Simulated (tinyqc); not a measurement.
Two-step dopant diffusion (predeposition and drive-in) with a constant diffusivity: one step, computed by the program tinyqc.

Fick diffusion into a half space x > 0 whose background doping C_B is of the opposite type, so that a junction lies where C = C_B.

Task: Drive-in as a Gaussian. With a sealed surface and a thin source, C = Q/sqrt(pi (Dt)2) exp(-x^2/(4 (Dt)2)); x_j = 2 sqrt((Dt)2 ln(C(0)/C_B)); gradient at the junction |dC/dx| = C_B x_j/(2 (Dt)2).

Inputs (values chosen for the exercise, modelled on phosphorus in silicon):

| quantity | value | unit |
|---|---|---|
| surface concentration C_s | 1.3e+20 | 1/cm^3 |
| background doping C_B | 9.7e+14 | 1/cm^3 |
| predeposition temperature T1 | 875 | C |
| drive-in temperature T2 | 1075 | C |

dose Q = 1.244749e+14 1/cm^2

drive-in budget (Dt)2 = 1.000605e-09 cm^2

Give: surface concentration C(0) (Gaussian); junction depth x_j; gradient at the junction.

Result:

surface concentration C(0) (Gaussian) = 2.2201e+18 1/cm^3

junction depth x_j = 1.7596 um

gradient at the junction = 8.5289e+19 1/cm^4

Caution: C_s exceeds the intrinsic carrier density of silicon at the predeposition temperature (2e18 to 1e19 per cm^3), where real diffusivities rise with concentration and profiles turn box-like.
